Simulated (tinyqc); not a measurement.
Comparisons within one model: thin-film optics by transfer matrices. A value that a table varies takes the place of the one given here.

Indices N = n + i k. Snell: N0 sin(theta) = N_j sin(theta_j), with Im(N_j cos theta_j) >= 0. Admittance y_j = N_j cos theta_j for s and N_j/cos theta_j for p. Phase delta_j = 2 pi N_j cos theta_j d_j/lambda. Layer matrix [[cos delta, -i sin delta/y], [-i y sin delta, cos delta]], multiplied from the top down to M. (B, C) = M (1, y_sub); r = (y0 B - C)/(y0 B + C), R = |r|^2, T = 4 Re y0 Re y_sub/|y0 B + C|^2, absorbed in the films 1 - R - T.

Ellipsometry: rho = tan(Psi) exp(i Delta) = -conj(r_p/r_s) with the r of the admittance formula, Delta in 0 to 360 degrees, so that a bare dielectric at small angles gives Delta = 180.

Values chosen for the exercise (indices near those of resist, SiO2 on Si; the results hold for these values, not for the real material): lam = 365 nm (vacuum wavelength); n0 = 1 (ambient index); n = (1.725, 1.463, 6.642) (n of resist, SiO2, substrate); k = (0.025, 0, 2.803) (k in the same order); d = (174, 236) nm (thicknesses, top first); theta = 0 degrees (angle of incidence); pol = p (polarisation).

## Swing curve: thickness of the top film

The first entry of d takes the values listed.

Stack:
```
d_1 (nm),R,T,absorbed
174.0,0.1338,0.6324,0.2337
191.6,0.3153,0.4783,0.2065
209.3,0.4654,0.3655,0.1691
226.9,0.4924,0.3449,0.1627
244.5,0.3930,0.4073,0.1997
262.2,0.1790,0.5327,0.2883
279.8,0.0937,0.5614,0.3449
297.4,0.2684,0.4359,0.2958
315.1,0.4183,0.3398,0.2419
332.7,0.4459,0.3216,0.2325
350.3,0.3465,0.3747,0.2787
368.0,0.1417,0.4776,0.3806
385.6,0.0644,0.4997,0.4360
```

R swings between 0.0644 and 0.4924 on these points. The period is lambda/(2 Re(N_1 cos theta_1)) = 105.8 nm, six rows. The swing shrinks from 0.3987 in the first period to 0.3815 in the second, as the film absorbs the wave that returns from below. The swing ratio (max - min)/mean is 1.48.

## Angle of incidence

Both polarisations.

Stack:
```
theta (degrees),R_s,R_p,Psi,Delta
0,0.1338,0.1338,45.00,180.00
15,0.1239,0.1319,45.89,178.16
30,0.3101,0.2651,42.75,163.65
45,0.6344,0.4021,38.52,159.42
55,0.7332,0.3598,35.01,170.82
60,0.7572,0.3019,32.27,184.22
65,0.7735,0.2404,29.14,205.92
70,0.7888,0.2095,27.26,237.76
75,0.8114,0.2486,28.96,274.89
80,0.8506,0.3823,33.84,308.08
85,0.9138,0.6225,39.53,335.51
```

R_s and R_p agree at normal incidence (0.1338). R_p is lowest at 15 degrees of those listed (0.1319), where R_s = 0.1239: the two are within a factor 2 of each other, so the minimum selects polarisation poorly. R_s does not rise steadily, because the phase thickness of the films changes with the angle. R_p exceeds R_s at 15 degrees, where Psi is above 45.

## Sensitivity of the reflectance

R for both polarisations. Each row changes one parameter from the base and keeps the others.

Results:
```
case,R_s,R_p,T_s
base,0.1338,0.1338,0.6324
"d = (179, 236) nm",0.1707,0.1707,0.5968
"n = (1.76, 1.463, 6.642)",0.1497,0.1497,0.6208
"k = (0.025, 0, 3.093)",0.1423,0.1423,0.6210
lam = 370 nm,0.1287,0.1287,0.6432
theta = 5 degrees,0.1308,0.1316,0.6348
```

The largest shifts from the base row, up to three for each result and ties (the steps differ in size, so this ranks the rows, not the parameters). R_s: d +0.0369, n +0.0158, k +0.0085. R_p: d +0.0369, n +0.0158, k +0.0085. T_s: d -0.0356, n -0.0117, k -0.0114.

Run: tinyqc, `OMP_NUM_THREADS=1 python tinyqc.py 1651376 1651377 out.jsonl`; Intel(R) Xeon(R) Processor @ 2.30GHz, one thread, shared host; about 0.01 s of CPU time with all checks.
